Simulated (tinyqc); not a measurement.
Keating valence-force model of a tetrahedral crystal: one step, computed by the program tinyqc.

Atom A sits at 0 and atom B at a/4 (1,1,1) of an fcc lattice; the four bonds from A are t = a/4 (1,1,1), a/4 (1,-1,-1), a/4 (-1,1,-1), a/4 (-1,-1,1), of length d = sqrt(3) a/4. Energy: E = (3 alpha/(8 d^2)) sum over bonds (r.r - d^2)^2 + (3 beta/(8 d^2)) sum over pairs of bonds at one atom (r_i.r_j + d^2/3)^2, with beta_A for the six pairs at A and beta_B for the six at B. The cell holds two atoms, Omega = a^3/4. 1 N/m = 1 J/m^2. With constants fitted to the elastic moduli this model puts optical and zone-boundary frequencies of real crystals too high, by up to about 20 % in elemental crystals and up to about 50 % in compounds, and mostly by more for TA modes; in compounds the lattice part of the static dielectric constant then comes out too low.

Task: Frequencies at the zone boundary. With displacements u exp(i q.r), each bracket changes by g.u, where g = (g_A, g_B): bond t, g = (-2 t, 2 t exp(i q.t)); pair (i, j) at A, g = (-(t_i + t_j), t_i exp(i q.t_j) + t_j exp(i q.t_i)); pair at B, g = (-t_i exp(-i q.t_j) - t_j exp(-i q.t_i), t_i + t_j). Then D_mn = sum over the 4 bonds and 12 pairs of (4 k/a^2) conj(g_m) g_n / sqrt(M_m M_n), with k = alpha or beta converted to eV/angstrom^2. Only the short-range forces enter; the Coulomb field of the charges is left out. An eigenvalue lambda of D in eV/(angstrom^2 u) gives nu = 15.6333042 THz x sqrt(lambda).

Inputs (values chosen for the exercise, modelled on cubic gallium nitride):

| quantity | value | unit |
|---|---|---|
| mass M_A | 69.72 | u |
| mass M_B | 14.007 | u |
| bond stretching alpha | 79.4 | N/m |
| bond bending beta_A | 16.8 | N/m |
| bond bending beta_B | 16.8 | N/m |

Structure: zinc blende.

Constants: nu for 1 eV/(angstrom^2 u) = 15.6333042 THz; 1 eV/angstrom^2 = 16.02176634 J/m^2.

Give: Frequencies (THz) at points given in 2 pi/a.

Result:

Frequencies (THz) at points given in 2 pi/a:

| point | nu 1 | nu 2 | nu 3 | nu 4 | nu 5 | nu 6 |
|---|---|---|---|---|---|---|
| X (1, 0, 0) | 6.658 | 6.658 | 9.945 | 21.42 | 21.42 | 22.19 |
| L (0.5, 0.5, 0.5) | 4.841 | 4.841 | 9.650 | 21.82 | 21.90 | 21.90 |
| W (1, 0.5, 0) | 7.098 | 7.587 | 9.176 | 20.47 | 21.46 | 22.94 |
| K (0.75, 0.75, 0) | 6.206 | 7.817 | 9.346 | 20.61 | 21.56 | 22.79 |

At X the two longitudinal modes are split (9.94 and 22.19 THz) because each moves one sublattice alone.
